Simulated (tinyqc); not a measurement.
Nanowire ballistic transistor, top-of-the-barrier model: two steps of the calculation.

At the top of the source barrier, states moving towards the drain are filled by the source (Fermi level 0) and states moving back by the drain (Fermi level -q Vd); nothing scatters. U is the shift of the band edge there, set by the capacitances CG, CD and CS (the total) and by the charge. Parabolic one-dimensional subband; the source is grounded.

Inputs (values chosen for the exercise); mass and valleys close to those of silicon (two valleys):

| symbol | value | unit | meaning |
|---|---|---|---|
| T | 200 | K | temperature |
| m | 0.185 | m0 | effective mass |
| gv | 2 |  | valley degeneracy |
| eox | 22 |  | relative permittivity of the gate insulator |
| tox | 1.6 | nm | insulator thickness |
| d | 4 | nm | wire diameter |
| aG | 0.78 |  | gate control CG/CS |
| E0 | 0.21 | eV | band edge at the barrier top above the source Fermi level at zero bias |
| Vd | 0.1 | V | drain voltage |

Constants: q = 1.602176634e-19 C, kB = 1.380649e-23 J/K, hbar = 1.054571817e-34 J s, h = 6.62607015e-34 J s, m0 = 9.1093837015e-31 kg, Vt = kB T/q, eps0 = 8.8541878128e-14 F/cm where lengths are in cm. Results are converted to the units shown.

Task 1. Self-consistent potential at the barrier top. eta1 = -(E0 + U)/Vt, eta2 = eta1 - Vd/Vt, n = (N0/2)[F_(-1/2)(eta1) + F_(-1/2)(eta2)], F_(-1/2)(x) = (1/sqrt(pi)) int_0^infinity u^(-1/2)/(1 + exp(u - x)) du. U(out) = UL + q (n - n0)/CS. U(new) = U + 0.2 (U(out) - U).

U after iteration 1 = -0.19523217 eV
N0 = 3.2642311e6 cm^-1
CS = 26.695432 pF/cm
n0 = 16.672942 cm^-1
UL = -0.1959 eV

Find: eta1; eta2; n; U(out); U after iteration 2.

Result 1.

eta1 = -0.85687
eta2 = -6.6591
n = 5.3979e5 cm^-1
U(out) = -0.19266 eV
U after iteration 2 = -0.19472 eV

Task 2. Current, mean velocity and share of the gate voltage. N0 = gv sqrt(2 m kB T/pi)/hbar, CG = 2 pi eps0 eox/ln(1 + 2 tox/d), CS = CG/aG, n0 = n at U = 0 and Vd = 0. I = gv (2 q^2/h) Vt [ln(1 + exp eta1) - ln(1 + exp eta2)]. Mean velocity I/(q n). CQ = (q/Vt) dn/d(eta1); the band edge follows the gate as -dU/dVg = aG/(1 + CQ/CS).

converged U = -0.19297996 eV

Wanted: eta1; n; I; mean velocity; CQ; -dU/dVg.

Result 2.

eta1 = -0.98755
n = 4.8655e5 cm^-1
I = 0.84261 uA
mean velocity = 1.0809e7 cm/s
CQ = 3.6381 pF/cm
-dU/dVg = 0.68645 eV/V

The carriers from the source are near degeneracy (eta1 = -0.988), and the mean velocity is 1.06 times vT = sqrt(2 kB T/(pi m)) = 1.02e7 cm/s.

tinyqc, about 0.04 s, one thread, Intel Xeon 2.30GHz (shared host): `OMP_NUM_THREADS=1 python tinyqc.py 2400054 2400055 out.jsonl`
